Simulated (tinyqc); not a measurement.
# Single-electron transistor, orthodox theory and master equation: current against bias

A metal island with n extra electrons joins the left lead (voltage V) and the right lead (0 V) by tunnel junctions and couples to a gate. Cs = CL + CR + Cg. Adding electron n + 1 costs mu(n) = [q (n + 1/2) - CL V - Cg Vg]/Cs (in volts); the Fermi levels are -V (left) and 0 (right). A jump that gains the energy W has the rate G(W) = (W/q)/(R [1 - exp(-W/Vt)]), W in volts, Vt = kB T/q. Sequential tunnelling only; I > 0 flows from left to right.

Onto the island: from the left W = -V - mu(n), from the right W = -mu(n); off the island (n + 1 to n): to the left W = mu(n) + V, to the right W = mu(n). Steady state: p(n + 1)/p(n) = (sum of on rates)/(sum of off rates), normalised. I = q sum_n [p(n + 1) (off to left) - p(n) (on from left)]. Enough charge states are kept that the digits shown do not change.

Values chosen for this exercise: capacitance of the left junction CL = 27 aF; capacitance of the right junction CR = 76 aF; gate capacitance Cg = 11 aF; resistance of the left junction RL = 310 kohm; resistance of the right junction RR = 310 kohm; temperature T = 2.3 K; gate voltage Vg = 10 mV.

Constants: q = 1.602176634e-19 C, kB = 1.380649e-23 J/K, Vt = kB T/q. Results are converted to the units shown.

Current against bias:
```
V (mV)   I (nA)   mean n  states above 1 %  I (RL + RR)/V
0.141   0.09538   0.7572                 2         0.4194
0.656    0.5249   0.5933                 2         0.4961
1.17     0.9659   0.4630                 2         0.5118
1.69      1.406   0.3774                 3         0.5156
2.2       1.938   0.2921                 3         0.5462
2.72      2.623   0.1854                 3         0.5979
3.23      3.340   0.0811                 3         0.6411
3.75      4.064  -0.0150                 3         0.6720
4.26      4.801  -0.1087                 4         0.6987
4.78      5.594  -0.2088                 4         0.7256
5.29      6.385  -0.3061                 4         0.7483
5.81      7.190  -0.4022                 4         0.7672
6.32      7.989  -0.4968                 4         0.7837
```

At zero temperature the blockade would end at V = 0.344 mV. The ratio I (RL + RR)/V rises from 0.419 to 0.784. Over the second half of the table the slope between rows varies from 0.864 to 0.972 times 1/(RL + RR).

Range of the model: Cotunnelling, which dominates deep in the blockade, is left out.

Computed by the program tinyqc: `OMP_NUM_THREADS=1 python tinyqc.py 2780110 2780111 out.jsonl`, one thread of a shared Intel Xeon 2.30GHz, about 0.01 s for the whole run.
